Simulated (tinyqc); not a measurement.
# Resistance of a circular point contact between the ballistic and the diffusive limit, step by step

Program tinyqc, `OMP_NUM_THREADS=1 python tinyqc.py 2760069 2760070 out.jsonl`; Intel Xeon 2.30GHz, shared host, one thread, about 0.01 s. Printed values are rounded.

Two half-spaces of a free-electron metal (one valley, spin 2) meet through a circular opening of radius a in an insulating sheet.

Inputs (values chosen for the exercise): free-electron density n = 3.5e21 cm^-3; mean free path l = 12 nm; radius of the opening a = 3.3 nm.

Constants: q = 1.602176634e-19 C, hbar = 1.054571817e-34 J s. Results are converted to the units shown.

## Fermi wave number and resistivity

kF = (3 pi^2 n)^(1/3), resistivity rho = hbar kF/(n q^2 l). Maxwell: RM = rho/(2 a); Sharvin: RS = 4 rho l/(3 pi a^2); interpolation R = RS + gamma RM, gamma = (1 + 0.83 K)/(1 + 1.33 K), K = l/a.

kF = 4.69710 1/nm
rho = 45.9447 uohm cm
modes (kF a)^2/4 = 60.0658

## Resistances

As before.

RM = 69.6132 ohm
RS = 214.871 ohm
gamma = 0.688474
R = 262.798 ohm

The Sharvin term makes up 81.8 % of R; it equals (h/2q^2) over the number of modes.
